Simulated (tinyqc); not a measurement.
One-sided p+-n junction, ionisation integral and breakdown: two steps of the calculation.

A p+ layer at x < 0 and an n drift layer from x = 0. Depletion approximation, built-in voltage neglected. Local ionisation coefficients alpha_n = an exp(-(bn/E)^mx), alpha_p = ap exp(-(bp/E)^mx). Electrons move towards +x, holes towards x = 0.

Inputs (values chosen for the exercise); material values close to those of gallium arsenide: relative permittivity eps_r = 13.1; prefactor of the electron ionisation coefficient an = 3.09e5 1/cm; field constant for electrons bn = 6.68e5 V/cm; prefactor of the hole ionisation coefficient ap = 2.1e5 1/cm; field constant for holes bp = 6.62e5 V/cm; exponent mx = 1.6; donor density of the drift layer N = 3.8e16 cm^-3; reverse voltage V = 20.5 V; share of the depleted width that the grid covers fr = 0.6.

Constants: q = 1.602176634e-19 C, eps0 = 8.8541878128e-14 F/cm where lengths are in cm. Results are converted to the units shown.

Problem 1. Field and ionisation coefficients on a grid. W = sqrt(2 eps0 eps_r V/(q N)), peak field E0 = q N W/(eps0 eps_r), falling linearly to 0 at W. Grid: 11 equal steps from 0 to fr W.

Wanted: W; x; E; alpha_n; alpha_p.

Solution 1.

W = 0.88380 um

```
point   x (um)  E (kV/cm)  alpha_n (1/cm)  alpha_p (1/cm)
0      0.00000     463.90           51484           35899
1      0.04821     438.60           43511           30413
2      0.09641     413.30           35783           25082
3      0.14462     387.99           28450           20007
4      0.19283     362.69           21680           15306
5      0.24104     337.39           15649           11100
6      0.28924     312.08           10529          7510.8
7      0.33745     286.78          6453.3          4635.8
8      0.38566     261.47          3484.7          2525.5
9      0.43387     236.17          1576.4          1155.6
10     0.48207     210.87          552.03          410.78
11     0.53028     185.56          131.31          99.742
```

Problem 2. Ionisation integrals by the trapezoid rule. G(x) = integral from 0 to x of (alpha_n - alpha_p); I_n = integral of alpha_n exp(-G) (electrons injected at x = 0), I_p = integral of alpha_p exp(G(end) - G) (holes injected at the far edge); M = 1/(1 - I). All integrals by the trapezoid rule on the grid.

```
point      x (um)  alpha_n (1/cm)  alpha_p (1/cm)
0      0.00000000       51483.774       35899.301
1      0.04820738       43510.528       30412.865
2      0.09641476       35782.925       25081.639
3      0.14462213       28449.952       20007.326
4      0.19282951       21679.563       15305.577
5      0.24103689       15649.353       11100.036
6      0.28924427       10529.105       7510.7996
7      0.33745165       6453.3292       4635.8109
8      0.38565902       3484.7300       2525.4955
9      0.43386640       1576.4403       1155.5598
10     0.48207378       552.02502       410.77618
11     0.53028116       131.30872       99.742147
```

Find: G; alpha_n exp(-G); I_n; I_p; M_n; M_p.

Solution 2.

```
point        G  alpha_n exp(-G) (1e4 1/cm)
0      0.00000                      5.1484
1      0.06913                      4.0604
2      0.12650                      3.1531
3      0.17264                      2.3939
4      0.20836                      1.7602
5      0.23469                      1.2376
6      0.25293                      0.8176
7      0.26458                      0.4953
8      0.27128                      0.2657
9      0.27460                      0.1198
10     0.27596                      0.0419
11     0.27637                      0.0100
```

I_n = 0.81589
I_p = 0.75639
M_n = 5.4316
M_p = 4.1049

Program tinyqc, `OMP_NUM_THREADS=1 python tinyqc.py 2120025 2120026 out.jsonl`; Intel Xeon 2.30GHz, shared host, one thread, about 0.03 s.
